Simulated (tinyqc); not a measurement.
# Inverter chain driving a load

N inverters, each f = Hc^(1/N) times larger than the one before: delay tau N (f + pp). Switched capacitance in units of the first input, with output capacitance pp times the input: Hc + (1 + pp)(Hc - 1)/(f - 1).

Inputs (values chosen for the exercise): load over the input capacitance of the chain Hc = 650; parasitic delay of an inverter pp = 0; delay unit tau = 7.3 ps.

Inverter chain driving a load:
```
N       f  delay (ps)  switched capacitance
3   8.662       189.7                 734.7
4   5.049       147.4                 810.3
5   3.652       133.3                 894.7
6   2.943       128.9                 984.0
7   2.523       128.9                  1076
8   2.247       131.2                  1170
9   2.054       134.9                  1266
10  1.911       139.5                  1362
```

Read the table: what changes, and by how much?

The delay goes from 190 through a minimum of 129 (at N = 7 among the rows listed) to 140 ps. The best stage effort solves pp + rho (1 - ln rho) = 0, rho = 2.72, which gives N = ln Hc/ln rho = 6.48. One stage fewer than the best costs 0.0063 % in delay and saves 8.6 % of the switched capacitance.

Computed by the program tinyqc: `OMP_NUM_THREADS=1 python tinyqc.py 2082048 2082049 out.jsonl`, one thread of a shared Intel Xeon 2.30GHz, about 0.01 s for the whole run.
